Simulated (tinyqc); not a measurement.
# Worked calculation: energy and delay of logic against supply voltage

Program tinyqc, `OMP_NUM_THREADS=1 python tinyqc.py 2082202 2082203 out.jsonl`; Intel Xeon 2.30GHz, shared host, one thread, about 0.01 s. Printed values are rounded.

One expression serves below and above threshold: I(Vg) = Ik [ln(1 + exp((Vg - VT + dd V)/(al nf Vt)))]^al, with I_on = I(V) and I_off = I(0). Gate delay td = kd C V/I_on, clock period LD td. Per gate and cycle the switching energy is act C V^2 and the leakage energy I_off V LD td. No short-circuit current, no variation. Minima are sought above 0.09 V; below a few Vt gates no longer switch and the model has no meaning.

Parameters, values chosen for the exercise; values of the order met in logic technologies: temperature T = 378 K; threshold voltage at zero drain bias VT = 0.37 V; slope factor nf = 1.17; barrier lowering per volt of supply dd = 0.06; specific current of a gate Ik = 0.5 uA; exponent of the current law al = 1.73; load capacitance of a gate C = 1.2 fF; delay factor kd = 0.7; logic depth LD = 12; activity factor act = 0.01; supply voltage V = 0.93 V.

Constants: q = 1.602176634e-19 C, kB = 1.380649e-23 J/K, Vt = kB T/q. Results are converted to the units shown.

## Currents, delay and energies

I_on, I_off, td, clock frequency 1/(LD td), both energies and their sum.

I_on = 23.8600 uA
I_off = 0.130410 nA
td = 32.7410 ps
clock frequency = 2.54523 GHz
switching energy = 10.3788 aJ
leakage energy = 0.0476505 aJ
energy = 10.4265 aJ

I_on/I_off = 1.83e5; leakage makes up 0.457 % of the energy.

## Starting value

V = 0.34 V.

V at the start = 0.34 V

## Iteration 1: new V

Minimum-energy supply: E(V) is the energy per gate and cycle; with h = 0.001 V, E' = (E(V + h) - E(V - h))/(2 h), E'' = (E(V - h) - 2 E(V) + E(V + h))/h^2, V(new) = V - E'/E''.

E' = 4.54275 aJ/V
E'' = 86.0862 aJ/V^2
V after iteration 1 = 0.287230 V

## Iteration 2: new V

As before.

E' = -2.05719 aJ/V
E'' = 175.691 aJ/V^2
V after iteration 2 = 0.298939 V

## Course of the iteration

Stop when the step is below 1e-9 V, or after 40 iterations.

Course of the iteration:
```
iteration  V before the step (V)  step (V)
1                           0.34   -0.0528
2                       0.287230    0.0117
3                       0.298939   1.05e-3
4                       0.299992   7.72e-6
5                       0.300000  2.87e-10
```

Converged in 5 iterations. There leakage makes up 30.8 % of the energy and the clock runs at 30.2 MHz.
